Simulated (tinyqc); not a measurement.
Inside a calculation: free-carrier optics of a doped semiconductor (Drude model with one polar phonon). Values are carried at full precision from step to step, so a last printed digit may differ when a step is redone from the rounded ones.

eps(E) = ei [1 - Ep^2/(E^2 + i E Gam)] + (es - ei) wT^2/(wT^2 - E^2 - i E gT), with Ep^2 = 8 pi c (e^2/(4 pi eps0)) N/(m ei), c = hbar^2/2m0, N in 1/angstrom^3 (1e-24 per 1/cm^3); Gam = hbar/tau, tau = mu m m0/e with m0/e = 5.685630e-12 kg/C and mu in m^2/(V s). Energies in meV.

Constants: hbar^2/2m0 = 3.80998211 eV angstrom^2; e^2/(4 pi eps0) = 14.39964547 eV angstrom; hbar = 6.58211957e-16 eV s; hbar c = 1973.269805 eV angstrom.

Values chosen for the exercise (mass and dielectric values near those of GaAs; N and mu are free inputs; interband absorption and the rise of the mass with filling are left out; not measured data): N = 4.2e+18 1/cm^3 (carrier density); m = 0.071 m0 (conductivity mass); mu = 2400 cm^2/(V s) (mobility); ei = 10.62 (high-frequency dielectric constant); wT = 33.4 meV (TO phonon); es = 12.38 (static dielectric constant); gT = 0.6 meV (phonon damping); E = 118.8 meV (photon energy).

## Plasma energy and damping

Evaluate Ep, tau, Gam, the plasma wavelength hc/Ep (hc = 1239.841984 eV nm) and the dc resistivity 1/(e N mu), e = 1.602176634e-19 C.

Ep = 87.64 meV
tau = 96.88 fs
Gam = 6.79 meV
plasma wavelength = 14.15 micrometre
rho = 0.000619 ohm cm

Ep/Gam = 12.90: the plasma edge is sharp.

## Dielectric function at one energy

Insert the numbers.

free-carrier term = -5.7604+0.3294i
eps = 4.7085+0.3303i

## Optical constants

n + i k = sqrt(eps1 + i eps2) with k >= 0; R = ((n - 1)^2 + k^2)/((n + 1)^2 + k^2) at normal incidence from vacuum; alpha = 2 E k/(hbar c), times 1e8 for 1/cm; loss function Im(-1/eps) = eps2/(eps1^2 + eps2^2).

Convert eps at the photon energy E (in meV) into the optical constants.

n = 2.1712
k = 0.0761
R = 0.1369
alpha = 916 1/cm

Light of this energy penetrates 1/alpha = 10.9 micrometre.

## Coupled plasmon-phonon modes

Without damping eps = 0 gives E^4 - (wL^2 + Ep^2) E^2 + Ep^2 wT^2 = 0 with wL = wT sqrt(es/ei) (Lyddane-Sachs-Teller).

wL = 36.06 meV

L-, L+ (meV): 32.94  88.86

L+ lies 1.22 meV above the larger of wL and Ep; L- lies below wT by 0.46 meV.

## Checks

- Integral of E eps2 of the free-carrier term against (pi/2) ei Ep^2 (meV^2): both 1.2812e+05.

tinyqc: `OMP_NUM_THREADS=1 python tinyqc.py 1680560 1680561 out.jsonl`; about 0.01 s, one thread, shared Intel(R) Xeon(R) Processor @ 2.30GHz.
